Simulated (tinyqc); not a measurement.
Ballistic transport through the one-dimensional subbands of a rectangular nanowire or nanosheet channel: one step, computed by the program tinyqc. Command: `OMP_NUM_THREADS=1 python tinyqc.py 3029731 3029732 out.jsonl wire walk`. One thread of a shared host (Intel(R) Xeon(R) Processor @ 2.30GHz), about 0.04 s of CPU time with the checks.

Hard walls, parabolic subbands, transport along x. Energies are counted from the bulk conduction band edge at the top of the barrier, which the gate pulls down by U; the source Fermi level lies at the bulk edge when U = 0.

Task: Subbands. E_pq = (hbar^2 pi^2/2)(p^2/(m_y b^2) + q^2/(m_z a^2)); valley pairs: (m_x, m_y, m_z) = (m_t, m_t, m_l), (m_t, m_l, m_t), (m_l, m_t, m_t), each with degeneracy g = 2; the 10 lowest subbands are kept.

Inputs (values chosen for the exercise, modelled on silicon):

| quantity | value | unit |
|---|---|---|
| light mass m_t | 0.19 | m_0 |
| heavy mass m_l | 0.904 | m_0 |
| height a | 3.8 | nm |
| width b | 6.5 | nm |

Valleys: silicon [100] wire.

Constants: hbar^2/(2 m_0) = 3.80998212 eV angstrom^2; k_B = 8.617333262e-05 eV/K.

Give: Subbands.

Result:

Subbands:

| valley axis | p | q | E (meV) | m_x (m_0) |
|---|---|---|---|---|
| z | 1 | 1 | 75.65 | 0.190 |
| y | 1 | 1 | 146.90 | 0.190 |
| z | 1 | 2 | 162.07 | 0.190 |
| y | 2 | 1 | 176.44 | 0.190 |
| x | 1 | 1 | 183.90 | 0.904 |
| z | 2 | 1 | 216.18 | 0.190 |
| y | 3 | 1 | 225.66 | 0.190 |
| y | 4 | 1 | 294.58 | 0.190 |
| z | 2 | 2 | 302.60 | 0.190 |
| z | 1 | 3 | 306.10 | 0.190 |
